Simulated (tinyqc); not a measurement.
Comparisons within one model: nanosheet or nanowire with hard walls, valleys of the Si type. A value that a table varies takes the place of the one given here.

Six ellipsoidal valleys along the cube axes: inverse mass tensor w = 1/mt + (1/ml - 1/mt) a a^T with a the unit axis. Device axes: x along the channel, z = [001], y = z x x.

Hard walls around a W x H rectangle. The block w_c of w in (y, z) confines; the transport mass follows from 1/m_x = w_xx - w_xc w_c^-1 w_cx. The cross-section problem c (w_yy ky^2 + 2 w_yz ky kz + w_zz kz^2), c = hbar^2/2m0, is solved in products sin(n pi y/W) sin(l pi z/H), n, l = 1 to 12; if w_yz = 0 the levels are c pi^2 (w_yy n^2/W^2 + w_zz l^2/H^2). The w_yz term couples (n, l) to (n', l') by -2 c w_yz D_nn'(W) D_ll'(H) with D_nm(L) = 4 n m/(L (n^2 - m^2)) for n + m odd and 0 otherwise.

Without degeneracy the line density is N1 exp((EF - Ec)/kB T) with N1 = sum 2 g sqrt(m_x kB T/(4 pi c)) exp(-E/kB T), here over n, l up to 80 where w_yz = 0 and over all levels of a 12 x 12 sine basis otherwise; the classical value is W H Nc with Nc = 2 g_all (m_dos kB T/(4 pi c))^(3/2), m_dos = (ml mt^2)^(1/3); dVt = kB T ln(W H Nc/N1).

Constants: hbar^2/2m0 = 3.80998211 eV angstrom^2; kB = 8.617333262e-05 eV/K.

Values chosen for the exercise (near those of Si; not measured data):
- ml = 0.93 m0 (longitudinal mass)
- mt = 0.192 m0 (transverse mass)
- T = 350 K (temperature)
- g_all = 6 (number of valleys)
- channel = 100 (transport direction x on a (001) wafer)
- H = 54 angstrom (height, along z = [001])
- Ws = (30, 40, 60, 90, 140, 220, 350) angstrom (widths)
- W = 100 angstrom (width, along y)

## From wire to sheet

Valleys:

| group | valleys g | w_yy | w_zz | \|w_yz\| | m_x (m0) |
|---|---|---|---|---|---|
| A | 2 | 5.20833 | 1.07527 | 0.00000 | 0.19200 |
| B | 2 | 1.07527 | 5.20833 | 0.00000 | 0.19200 |
| C | 2 | 5.20833 | 5.20833 | 0.00000 | 0.93000 |

Lowest level of each group (groups ordered by w_zz, then w_yy) and dVt against the width.

Results:

| W (angstrom) | A1 (eV) | B1 (eV) | C1 (eV) | dVt (mV) |
|---|---|---|---|---|
| 30 | 0.2315 | 0.1121 | 0.2848 | 118.5 |
| 40 | 0.1363 | 0.0924 | 0.1896 | 97.3 |
| 60 | 0.0683 | 0.0784 | 0.1216 | 67.5 |
| 90 | 0.0380 | 0.0722 | 0.0913 | 52.0 |
| 140 | 0.0239 | 0.0692 | 0.0772 | 44.1 |
| 220 | 0.0179 | 0.0680 | 0.0712 | 39.9 |
| 350 | 0.0155 | 0.0675 | 0.0688 | 37.5 |

dVt falls from 119 to 37 mV. The lowest group changes from B to A between W = 40 and 60 angstrom (H = 54). At the widest W the lowest level is 0.0155 eV; the film limit c pi^2 w_zz/H^2 of that group is 0.0139 eV.

## Channel direction

The same rectangle along [100] and [110]; groups ordered by w_zz, then w_yy.

Lowest level of each group:

| channel, group | valleys g | w_yy | w_zz | \|w_yz\| | m_x (m0) | E (eV) |
|---|---|---|---|---|---|---|
| [100] A | 2 | 5.208 | 1.075 | 0.000 | 0.192 | 0.0335 |
| [100] B | 2 | 1.075 | 5.208 | 0.000 | 0.192 | 0.0712 |
| [100] C | 2 | 5.208 | 5.208 | 0.000 | 0.930 | 0.0867 |
| [110] A | 2 | 5.208 | 1.075 | 0.000 | 0.192 | 0.0335 |
| [110] B | 4 | 3.142 | 5.208 | 0.000 | 0.561 | 0.0790 |

The lowest subband has m_x = 0.192 m0 and 2 valleys along [100], and 0.192 m0 and 2 valleys along [110]; its edge lies at 0.0335 and 0.0335 eV. These valleys have their axis along z, so turning the channel in the wafer plane leaves them alone; only the higher groups change.

## What each parameter does

E1 and E2 are the two lowest subband edges over all groups. Each row changes one parameter from the base and keeps the others.

Results:

| case | E1 (eV) | E2 - E1 (meV) | m_x of lowest (m0) | dVt (mV) |
|---|---|---|---|---|
| base | 0.0335 | 37.8 | 0.192 | 49.6 |
| W = 90 angstrom | 0.0380 | 34.1 | 0.192 | 52.0 |
| H = 62 angstrom | 0.0301 | 24.9 | 0.192 | 42.7 |
| T = 320 K | 0.0335 | 37.8 | 0.192 | 48.5 |
| ml = 1.023 m0 | 0.0322 | 37.8 | 0.192 | 49.0 |
| mt = 0.173 m0 | 0.0356 | 41.6 | 0.173 | 52.9 |

The largest shifts from the base row, up to three for each result and ties (the steps differ in size, so this ranks the rows, not the parameters). E1 (eV): W +0.0046, H -0.0033, mt +0.0022; unchanged at the printed digits by T. E2 - E1 (meV): H -12.9, mt +3.8, W -3.6; unchanged at the printed digits by T and ml. m_x of lowest (m0): mt -0.019; unchanged at the printed digits by W, H, T and ml. dVt (mV): H -6.9, mt +3.4, W +2.4.

(tinyqc, `OMP_NUM_THREADS=1 python tinyqc.py 1282316 1282317 out.jsonl`, Intel(R) Xeon(R) Processor @ 2.30GHz, 1 thread, shared host, about 0.02 s.)
